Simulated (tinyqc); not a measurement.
A transmission-line measurement read back: specific resistance of a metal-semiconductor contact and its transmission-line measurement. Computed by tinyqc, a small Python program. Command: `OMP_NUM_THREADS=1 python tinyqc.py 3023527 3023528 out.jsonl contact walk`. One thread of a shared host (Intel(R) Xeon(R) Processor @ 2.30GHz), about 0.01 s of CPU time with the checks.

The barrier is parabolic (depletion approximation), energies E are normal energies counted from the band edge in the neutral semiconductor (downwards for holes), and the bias is zero. xi is an input, held fixed when other inputs move.

Inputs (values chosen for the exercise, modelled on n-type In0.53Ga0.47As): tunnelling mass m = 0.042 m_0; permittivity eps = 13.9; Richardson constant A* = 5.09 A/(cm^2 K^2); barrier height phi_B = 0.21 eV; doping N = 6.8e+17 1/cm^3; Fermi level above the band edge in the bulk, xi = 0.0065 eV; temperature T = 500 K; sheet resistance R_sh = 200 ohm; contact length d = 0.097 micrometre; contact width W = 3.5 micrometre.

Image-force lowering: left out.

Constants: hbar = 1.054571817e-34 J s; eps_0 = 8.8541878128e-12 F/m; m_0 = 9.1093837015e-31 kg; k_B = 8.617333262e-05 eV/K; e = 1.602176634e-19 C.

Method:
- E_00 = (e hbar/2) sqrt(N/(eps eps_0 m)); band bending E_b = phi_B + xi; depletion width w = sqrt(2 eps eps_0 E_b/(e^2 N)).
- WKB transmission for E < E_b, with a = E/E_b: D = exp{-(E_b/E_00) [sqrt(1 - a) - a ln((1 + sqrt(1 - a))/sqrt(a))]}; D = 1 above.
- At zero bias 1/rho_c = (e A*/k_B^2) int D(E) f(E) dE, f = 1/(1 + exp((E - xi)/k_B T)); 200 Gauss-Legendre points from 0 to E_b, and k_B T ln(1 + exp((xi - E_b)/k_B T)) for the part above the barrier; the share of tunnelling is the part below.
- Transmission-line model: transfer length L_T = sqrt(rho_c/R_sh); R_c = (R_sh L_T/W) coth(d/L_T). Limits: rho_c/(W d) for d << L_T, sqrt(rho_c R_sh)/W for d >> L_T.
- Transmission-line model: transfer length L_T = sqrt(rho_c/R_sh); R_c = (R_sh L_T/W) coth(d/L_T). Two contacts a gap s apart give R = 2 R_c + R_sh s/W. A straight-line fit gives R_sh from the slope and R_c from the intercept; the simple reading takes L_x = R_c W/R_sh as the transfer length and rho_c = R_sh L_x^2.

R_c W = 1065.91 ohm micrometre

contact resistance R_c = 304.544 ohm

specific contact resistance rho_c = 1.02766e-06 ohm cm^2

Resistances:
```
gap s (micrometre)  R (ohm)
5.3                   911.9
11.0                 1237.7
21.0                 1809.1
43.0                 3066.2
85.0                 5466.2
```

L_x = 5.3295 micrometre

rho_c by the simple reading = 5.6808e-05 ohm cm^2

simple reading over true value = 55.279

What does the comparison show, and why?

The simple reading is 55.3 times too high, the factor coth^2(d/L_T): it holds only for d above about 2 L_T.
